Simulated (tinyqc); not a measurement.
Semiconductor laser, carrier and photon rate equations: one step of the calculation.

Carrier density N and photon density S in one mode: dN/dt = F1 = eta I/(q V) - (A N + B N^2 + C N^3) - vg g S; dS/dt = F2 = G vg g S + G be B N^2 - S/tp, with g = g0 ln(N/Ntr)/(1 + ec S). Output power P = Fo Eph S V/(G tp). No heating, no carrier transport.

Question. One Runge-Kutta step of a transient. y = (N, S), k1 = F(y), k2 = F(y + dt k1/2), k3 = F(y + dt k2/2), k4 = F(y + dt k3), y(new) = y + dt (k1 + 2 k2 + 2 k3 + k4)/6.

Inputs (values chosen for the exercise):
- V = 2.5e-12 cm^3 (active volume)
- G = 0.066 (confinement factor)
- vg = 6.91e9 cm/s (group velocity)
- g0 = 2800 1/cm (gain coefficient)
- Ntr = 1.7e18 cm^-3 (transparency density)
- ec = 2.2e-17 cm^3 (gain compression)
- tp = 2.2 ps (photon lifetime)
- A = 4.5e7 1/s (defect recombination coefficient)
- B = 1.2e-10 cm^3/s (radiative coefficient)
- C = 2.1e-30 cm^6/s (Auger coefficient)
- be = 1.8e-5 (share of spontaneous emission into the mode)
- eta = 0.74 (injection efficiency)
- I = 2.5 mA (drive current)
- dt = 3 ps (time step)

Constants: q = 1.602176634e-19 C. Results are converted to the units shown.

(N, S) at the start: N (1e18 cm^-3) 2.486, S (1e15 cm^-3) 0.273

Give: slopes per ps, N in 1e18 and S in 1e15 cm^-3; (N, S) after the step.

Answer.

slopes per ps, N in 1e18 and S in 1e15 cm^-3:

|  | dN/dt | dS/dt |
|---|---|---|
| k1 | 0.001738 | 0.007608 |
| k2 | 0.001647 | 0.008270 |
| k3 | 0.001640 | 0.008276 |
| k4 | 0.001543 | 0.008969 |

(N, S) after the step: N (1e18 cm^-3) 2.491, S (1e15 cm^-3) 0.2978

tinyqc, about 0.01 s, one thread, Intel Xeon 2.30GHz (shared host): `OMP_NUM_THREADS=1 python tinyqc.py 2840102 2840103 out.jsonl`
